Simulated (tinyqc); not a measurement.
Comparisons within one model: band edges of strained Si(1-x)Ge(x) on relaxed Si(1-y)Ge(y). A value that a table varies takes the place of the one given here.

Values are linear in the Ge fraction but for ED(x) = linear - CD x (1 - x) and a(x) = linear - Ca x (1 - x). Energies are on the common scale of Ev.

Coherent growth on a (001) face: e_par = (a(y) - a(x))/a(x), e_perp = -2 (C12/C11) e_par; exx = eyy = e_par, ezz = e_perp, no shear.

A valley with unit axis u lies at Ev + gap + (av + a_valley) tr(e) + Xu (u.e.u - tr(e)/3); the Delta axes are x, y, z and the L axes [111], [1-1-1], [-11-1], [-1-11]. The second-order shift of the Delta valleys under shear is left out; it lowers the pair normal to the sheared plane by tens of meV at a shear of 1 %.

Valence edges: Ev plus the levels of the 6 x 6 matrix of X, Y, Z times spin with -Dso/3 + l exx + m (eyy + ezz) on the diagonal (cyclic), n exy off it, l = av + 2 b, m = av - b, n = sqrt(3) d. Spin-orbit term (Dso/3) L.sigma on X, Y, Z with (L_k)_ij = -i epsilon_kij: <X+|H|Y+> = -i Dso/3, <X+|H|Z-> = Dso/3, <Y+|H|Z-> = -i Dso/3, <Z+|H|X-> = -Dso/3, <Z+|H|Y-> = i Dso/3, <X-|H|Y-> = i Dso/3, and their conjugates; + and - are the spin along z.

Coherent growth: e_par = (a(y) - a(x))/a(x). (001): e_perp = -2 (C12/C11) e_par; exx = eyy = e_par, ezz = e_perp, no shear. (111): e_perp = -(2 C11 + 4 C12 - 4 C44)/(C11 + 2 C12 + 4 C44) e_par; exx = eyy = ezz = (2 e_par + e_perp)/3 and exy = eyz = ezx = (e_perp - e_par)/3. (110): e_perp = -(C11 + 3 C12 - 2 C44)/(C11 + C12 + 2 C44) e_par; exx = eyy = (e_par + e_perp)/2, ezz = e_par, exy = (e_perp - e_par)/2, eyz = ezx = 0.

Parameters, chosen for this exercise (end members near Si and Ge, in this order; shifted at random, so the results belong to these values and not to a real crystal): a = (5.429, 5.653) angstrom (lattice constant); Dso = (0.044, 0.294) eV (spin-orbit splitting); av = (2.49, 1.23) eV (valence hydrostatic potential); b = (-2.08, -2.56) eV (tetragonal shear potential); d = (-4.77, -5.26) eV (trigonal shear potential); C11 = (164.6, 126.8) GPa; C12 = (64.3, 47.8) GPa; C44 = (79.2, 67.2) GPa; Ev = (0, 0.72) eV (top of the unstrained valence band); ED = (1.162, 0.918) eV (gap to the Delta valleys); EL = (2.026, 0.725) eV (gap to the L valleys); aD = (1.71, 1.2) eV (hydrostatic potential of the Delta gap); aL = (-3.21, -2.9) eV (hydrostatic potential of the L gap); XuD = (8.96, 9.47) eV (uniaxial potential, Delta); XuL = (16.44, 14.73) eV (uniaxial potential, L); CD = 0.217 eV (bowing of the Delta gap); Ca = 0.027 angstrom (bowing of the lattice constant); face = 001 (growth face); y = 0 (Ge fraction of the relaxed buffer); x = 0.35 (Ge fraction of the layer).

## Composition of the layer

The buffer is kept. dEc = Ec(buffer) - Ec(layer), dEv = Ev(layer) - Ev(buffer); buffer edges Ev(y) and Ev(y) + min(ED, EL). The digit behind Delta or L counts whole valleys.

Results:
```
x     e_par (%)  lowest valleys  gap (eV)  next valleys above (meV)  valence splitting (meV)  dEc (eV)  dEv (eV)
0.08      -0.29          Delta4     1.094                        47                       18     0.008     0.060
0.16      -0.59          Delta4     1.028                        95                       32     0.013     0.121
0.24      -0.89          Delta4     0.964                       144                       44     0.014     0.184
0.31      -1.16          Delta4     0.910                       188                       54     0.013     0.239
0.39      -1.47          Delta4     0.849                       238                       66     0.009     0.304
0.47      -1.78          Delta4     0.791                       290                       78     0.001     0.370
0.55      -2.10          Delta4     0.736                       343                       89    -0.010     0.437
```

What can be read from the table?

The gap is 1.094 eV in the first row and 0.736 eV in the last. The lowest valleys are Delta4 throughout. Per 0.1 of x the valence offset moves by +80 meV on average; the conduction offset lies between -10 and +14 meV, not monotonically. Both carriers sit on one side for x = 0.08, 0.16, 0.24, 0.31, 0.39 and 0.47, and on opposite sides elsewhere. Offsets below about 30 meV are within the spread of parameter sets, so those rows do not settle the type. Strains above 2 % can be kept only in layers of a few nanometres.

## Composition of the buffer

The layer is kept. dEc = Ec(buffer) - Ec(layer), dEv = Ev(layer) - Ev(buffer); buffer edges Ev(y) and Ev(y) + min(ED, EL). The digit behind Delta or L counts whole valleys.

Results:
```
y     e_par (%)  lowest valleys  gap (eV)  next valleys above (meV)  valence splitting (meV)  dEc (eV)  dEv (eV)
0.00      -1.31          Delta4     0.879                       213                       60     0.011     0.271
0.13      -0.84          Delta4     0.933                       136                       48     0.002     0.171
0.26      -0.35          Delta4     0.988                        57                       25    -0.001     0.070
0.39       0.16          Delta2     1.006                        26                       13     0.027    -0.018
0.51       0.64          Delta2     0.937                       104                       59     0.112    -0.066
0.64       1.18          Delta2     0.853                       191                      116     0.213    -0.110
0.77       1.73          Delta2     0.763                       281                      178     0.322    -0.150
0.90       2.31          Delta2     0.670                       374                      244     0.372    -0.186
```

What can be read from the table?

The gap is 0.879 eV in the first row and 0.670 eV in the last, with its largest listed value, 1.006 eV, at y = 0.39: it peaks near the match y = x, since strain of either sign narrows it. The lowest valleys change: Delta4 to Delta2 between y = 0.26 and 0.39. Per 0.1 of y the valence offset moves by -51 meV on average; the conduction offset lies between -1 and +372 meV, not monotonically. Both carriers sit on one side for y = 0.00 and 0.13, and on opposite sides elsewhere. Offsets below about 30 meV are within the spread of parameter sets, so those rows do not settle the type. Strains above 2 % can be kept only in layers of a few nanometres.

## The same layer on three faces

dEc = Ec(buffer) - Ec(layer), dEv = Ev(layer) - Ev(buffer); buffer edges Ev(y) and Ev(y) + min(ED, EL). The digit behind Delta or L counts whole valleys.

Results:
```
face   e_par (%)  lowest valleys  gap (eV)  next valleys above (meV)  valence splitting (meV)  dEc (eV)  dEv (eV)  Delta spread (meV)  L spread (meV)
(001)      -1.31          Delta4     0.879                       213                       60     0.011     0.271                 213               0
(111)      -1.31          Delta6     0.942                       574                       61    -0.043     0.262                   0             262
(110)      -1.31          Delta2     0.883                        90                       63     0.013     0.265                  90             207
```

How do the results move?

On (001) only the Delta valleys split (213 meV), on (111) only the L valleys (262 meV), on (110) both (90 and 207 meV). The lowest valleys are Delta4 on (001), Delta6 on (111) and Delta2 on (110); the smallest gap is 0.879 eV on (001) and the largest 0.942 eV on (111).

## What each parameter does

dEc = Ec(buffer) - Ec(layer), dEv = Ev(layer) - Ev(buffer); buffer edges Ev(y) and Ev(y) + min(ED, EL). Each row changes one parameter from the base and keeps the others.

Results:
```
case                      gap (eV)  valence splitting (meV)  dEc (eV)  dEv (eV)
base                        0.8792                     60.3    0.0114    0.2713
x = 0.38                    0.8569                     64.7    0.0095    0.2956
y = 0.03                    0.8914                     58.1    0.0088    0.2482
CD = 0.267 eV               0.8679                     60.3    0.0228    0.2713
XuL = (18.906, 16.94) eV    0.8792                     60.3    0.0114    0.2713
XuD = (10.304, 10.89) eV    0.8686                     60.3    0.0220    0.2713
b = (-2.392, -2.944) eV     0.8714                     63.8    0.0114    0.2792
Ev = (0, 0.828) eV          0.8792                     60.3   -0.0264    0.3091
aL = (-3.691, -3.335) eV    0.8792                     60.3    0.0114    0.2713
```

What does this show?

The largest shifts from the base row, up to three for each result and ties (the steps differ in size, so this ranks the rows, not the parameters). gap (eV): x -0.0224, y +0.0122, CD -0.0114; unchanged at the printed digits by XuL, Ev and aL. valence splitting (meV): x +4.4, b +3.4, y -2.2; unchanged at the printed digits by CD, XuL, XuD, Ev and aL. dEc (eV): Ev -0.0378, CD +0.0114, XuD +0.0106; unchanged at the printed digits by XuL, b and aL. dEv (eV): Ev +0.0378, x +0.0243, y -0.0232; unchanged at the printed digits by CD, XuL, XuD and aL. The lowest valleys of the layer are Delta4, so among the conduction-band potentials only those of that family reach the gap and dEc; the buffer is unstrained. A shift large enough to swap the lowest family would change that.

Computed by tinyqc, a small Python program: `OMP_NUM_THREADS=1 python tinyqc.py 1081438 1081439 out.jsonl` (the numbers bound the seed that draws the inputs); one thread of a shared host (Intel(R) Xeon(R) Processor @ 2.30GHz), about 0.01 s for the whole set of steps.
